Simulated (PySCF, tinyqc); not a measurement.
Worked calculation: G0W0 on RHF in the sto-3g basis, for BeH+, spin multiplicity 1. The lowest restricted solution is unstable here: a spin-polarised one lies 0.0191 hartree lower (PySCF). One step of it, computed by the program tinyqc.

Question. Iteration 1: building the Fock matrix. J_ij = sum D_kl (ij|kl), K_ij = sum D_kl (ik|jl); F = H + J - 0.5 K; E = tr D H + tr D J / 2 - 0.25 tr D K + E_nn.

D at the start, lower triangle:
```
            1Be 1s     1Be 2s   1Be 2px   1Be 2py    1Be 2pz     2H 1s
1Be 1s    2.108211
1Be 2s   -0.405265   1.509229
1Be 2px   0.000000   0.000000  0.000000
1Be 2py   0.000000   0.000000  0.000000  0.000000
1Be 2pz  -0.235391   0.972204  0.000000  0.000000   0.626596
2H 1s     0.016888  -0.039694  0.000000  0.000000  -0.025490  0.001063
```

core Hamiltonian H = T + V (hartree), lower triangle:
```
            1Be 1s     1Be 2s    1Be 2px    1Be 2py    1Be 2pz      2H 1s
1Be 1s   -8.135191
1Be 2s   -2.001828  -2.367680
1Be 2px   0.000000   0.000000  -1.880583
1Be 2py   0.000000   0.000000   0.000000  -1.880583
1Be 2pz  -0.008294  -0.085443   0.000000   0.000000  -1.937230
2H 1s    -0.133652  -0.519633   0.000000   0.000000  -0.639205  -1.538415
```

Two-electron integrals (ij|kl) in chemists' order, unique and non-zero (hartree):
```
(11|11) 2.298831   (21|11) 0.392036   (21|21) 0.079539   (22|11) 0.570988
(22|21) 0.143041   (22|22) 0.417683   (31|31) 0.014607   (32|31) 0.021888
(32|32) 0.092265   (33|11) 0.569578   (33|21) 0.143083   (33|22) 0.417589
(33|33) 0.449859   (41|41) 0.014607   (42|41) 0.021888   (42|42) 0.092265
(43|43) 0.024249   (44|11) 0.569578   (44|21) 0.143083   (44|22) 0.417589
(44|33) 0.401360   (44|44) 0.449859   (51|51) 0.014607   (52|51) 0.021888
(52|52) 0.092265   (53|53) 0.024249   (54|54) 0.024249   (55|11) 0.569578
(55|21) 0.143083   (55|22) 0.417589   (55|33) 0.401360   (55|44) 0.401360
(55|55) 0.449859   (61|11) 0.025257   (61|21) 0.005128   (61|22) 0.009325
(61|33) 0.009265   (61|44) 0.009265   (61|51) 0.000481   (61|52) 0.000905
(61|55) 0.009450   (61|61) 0.000348   (62|11) 0.092554   (62|21) 0.023692
(62|22) 0.079881   (62|33) 0.076546   (62|44) 0.076546   (62|51) 0.003002
(62|52) 0.021389   (62|55) 0.086465   (62|61) 0.001699   (62|62) 0.027753
(63|31) 0.001700   (63|32) 0.008927   (63|53) 0.003310   (63|63) 0.001905
(64|41) 0.001700   (64|42) 0.008927   (64|54) 0.003310   (64|64) 0.001905
(65|11) 0.112822   (65|21) 0.029124   (65|22) 0.102001   (65|33) 0.096256
(65|44) 0.096256   (65|51) 0.004674   (65|52) 0.032602   (65|55) 0.113376
(65|61) 0.002141   (65|62) 0.039317   (65|65) 0.056474   (66|11) 0.267925
(66|21) 0.069503   (66|22) 0.262168   (66|33) 0.245894   (66|44) 0.245894
(66|51) 0.008221   (66|52) 0.080049   (66|55) 0.294292   (66|61) 0.004986
(66|62) 0.126455   (66|65) 0.186752   (66|66) 0.774606
```

nuclear repulsion = 1.07229425 hartree

Give: Coulomb J; exchange K; Fock matrix F; total energy of this density.

Answer.

Coulomb J (hartree), lower triangle:
```
         1Be 1s  1Be 2s  1Be 2px  1Be 2py  1Be 2pz   2H 1s
1Be 1s   5.7354
1Be 2s   1.0644  1.9689
1Be 2px  0.0000  0.0000   1.9561
1Be 2py  0.0000  0.0000   0.0000   1.9561
1Be 2pz  0.0352  0.1659   0.0000   0.0000   1.9849
2H 1s    0.0704  0.3868   0.0000   0.0000   0.4947  1.2218
```

exchange K (hartree), lower triangle:
```
         1Be 1s  1Be 2s  1Be 2px  1Be 2py  1Be 2pz   2H 1s
1Be 1s   4.6583
1Be 2s   0.7927  0.7333
1Be 2px  0.0000  0.0000   0.1667
1Be 2py  0.0000  0.0000   0.0000   0.1667
1Be 2pz  0.0232  0.4495   0.0000   0.0000   0.4260
2H 1s    0.0584  0.2381   0.0000   0.0000   0.2019  0.1335
```

Fock matrix F (hartree), lower triangle:
```
          1Be 1s   1Be 2s  1Be 2px  1Be 2py  1Be 2pz    2H 1s
1Be 1s   -4.7290
1Be 2s   -1.3337  -0.7654
1Be 2px   0.0000   0.0000  -0.0078
1Be 2py   0.0000   0.0000   0.0000  -0.0078
1Be 2pz   0.0153  -0.1443   0.0000   0.0000  -0.1653
2H 1s    -0.0924  -0.2519   0.0000   0.0000  -0.2455  -0.3834
```

total energy of this density = -14.335851 hartree
